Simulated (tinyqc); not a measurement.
# Inputs raised by 2 %, one at a time

Model: Born-von Karman spring model of a cubic crystal with one atom per cell. Computed by tinyqc, a small Python program. Command: `OMP_NUM_THREADS=1 python tinyqc.py 3017139 3017140 out.jsonl springs sens`. One thread of a shared host (Intel(R) Xeon(R) Processor @ 2.30GHz), about 0.3 s of CPU time with the checks.

First neighbours lie at a/2 (1,1,1) (8 of them), second at a (1,0,0) (6), with all permutations and signs; the volume per atom is Omega = a^3/2. Two shells of springs match a real metal only roughly, above all at the zone boundary.

Inputs (values chosen for the exercise, modelled on iron): lattice constant a = 2.87 angstrom; atomic mass M = 55.85 u; radial spring k1L = 3.31 eV/angstrom^2; transverse spring k1T = -0.096 eV/angstrom^2; radial spring k2L = 0.96 eV/angstrom^2; transverse spring k2T = 0.016 eV/angstrom^2; mesh divisions n = 8; temperature T = 200 K.

Lattice: bcc.

Constants: 1 eV/angstrom^3 = 160.2176634 GPa; u = 1.6605390666e-27 kg; nu for 1 eV/(angstrom^2 u) = 15.6333042 THz; h x 1 THz = 4.135667696 meV; k_B = 8.617333262e-05 eV/K; hbar^2/u = 4.18015928e-03 eV angstrom^2; hbar = 1.054571817e-34 J s; k_B = 1.380649e-23 J/K.

Method:
- [ij,kl] = (1/(2 Omega)) sum_R K_ij R_k R_l; C11 = [xx,xx], C44 = [xx,yy], C12 = 2 [xy,xy] - C44; B = (C11 + 2 C12)/3; Zener ratio A = 2 C44/(C11 - C12). K(R) = kL n n^T + kT (1 - n n^T).
- rho = M/Omega and v = sqrt(C/rho), with C = C11, C44, C44 along [100]; (C11 + C12 + 2 C44)/2, C44, (C11 - C12)/2 along [110]; (C11 + 2 C12 + 4 C44)/3 and twice (C11 - C12 + C44)/3 along [111].
- A neighbour at R with unit vector n couples by the matrix K(R) = kL n n^T + kT (1 - n n^T), and D(q) = (1/M) sum_R K(R) [1 - cos(q.R)].
- An eigenvalue lambda of D in eV/(angstrom^2 u) gives nu = 15.6333042 THz x sqrt(lambda).
- Take the highest frequency at H = (1, 0, 0) (2 pi/a).
- Mesh: q = sum_i (m_i + 1/2)/n b_i, m_i = 0..n-1, with b = [[0, 1, 1], [1, 0, 1], [1, 1, 0]] in 2 pi/a; sums are averages over the n^3 points, per atom.
- With x = h nu/(k_B T) and n = 1/(exp(x) - 1) for each mode: F = k_B T [x/2 + ln(1 - exp(-x))], U = k_B T x (n + 1/2), S/k_B = x n - ln(1 - exp(-x)), C/k_B = x^2 n (n + 1).
- <u_x^2> = (1/3) sum over modes of hbar^2/(2 M h nu) coth(x/2); zero-point energy = sum h nu/2. <u_x^2> converges slowly with the mesh, from below, with an error of order 1/n.
- Christoffel matrix G_xx = C11 n_x^2 + C44 (1 - n_x^2), G_xy = (C12 + C44) n_x n_y, with eigenvalues rho v^2; v_m^-3 is the mean of v^-3 over three branches and all directions (12 Gauss-Legendre points in cos(theta) times 24 angles phi = (j + 1/2) pi/12); q_D = (6 pi^2/Omega)^(1/3); Theta = hbar v_m q_D/k_B.

Runs; columns: (1) input moved; (2) from; (3) to; (4) highest frequency at H (THz); (5) elastic Debye temperature (K); (6) <u_x^2> (angstrom^2); (7) zero-point energy (meV/atom):
```
(1)                                       (2)       (3)     (4)     (5)        (6)     (7)
base run                                    -         -  8.5305  455.59  0.0031252  39.857
lattice constant a (angstrom)            2.87    2.9274  8.5305  455.59  0.0031252  39.857
atomic mass M (u)                       55.85    56.967  8.4465  451.10  0.0031186  39.464
radial spring k1L (eV/angstrom^2)        3.31    3.3762  8.6206  458.15  0.0030860  40.188
radial spring k2L (eV/angstrom^2)        0.96    0.9792  8.5305  458.09  0.0031047  39.943
transverse spring k1T (eV/angstrom^2)  -0.096  -0.09792  8.5253  454.97  0.0031307  39.833
temperature T (K)                         200       204  8.5305  455.59  0.0031745  39.857
```

Exponents ln(y'/y) / ln(x'/x):
```
input                  highest frequency at H  elastic Debye temperature  <u_x^2>  zero-point energy
lattice constant a                      0.000                      0.000    0.000              0.000
atomic mass M                          -0.500                     -0.500   -0.106             -0.500
radial spring k1L                       0.530                      0.282   -0.638              0.418
radial spring k2L                       0.000                      0.276   -0.333              0.109
transverse spring k1T                  -0.031                     -0.069    0.089             -0.030
temperature T                           0.000                      0.000    0.790              0.000
```

Among the inputs moved here: highest frequency at H answers most in size to radial spring k1L (exponent +0.530), next to atomic mass M (-0.500); its exponent is below 0.0005 for lattice constant a, radial spring k2L, temperature T. Its exponent -0.500 in atomic mass M: every frequency scales as M^(-1/2). Elastic Debye temperature answers most in size to atomic mass M (exponent -0.500), next to radial spring k1L (+0.282); its exponent is below 0.0005 for lattice constant a, temperature T. Its exponent 0.000 in lattice constant a: v_m grows as a and q_D falls as 1/a. Its exponent -0.500 in atomic mass M: frequencies scale as M^(-1/2). <u_x^2> answers most in size to temperature T (exponent +0.790), next to radial spring k1L (-0.638); its exponent is below 0.0005 for lattice constant a. Zero-point energy answers most in size to atomic mass M (exponent -0.500), next to radial spring k1L (+0.418); its exponent is below 0.0005 for lattice constant a, temperature T. Its exponent -0.500 in atomic mass M: frequencies scale as M^(-1/2).

Extremes, crossings and ranges named in words are read from the listed rows.
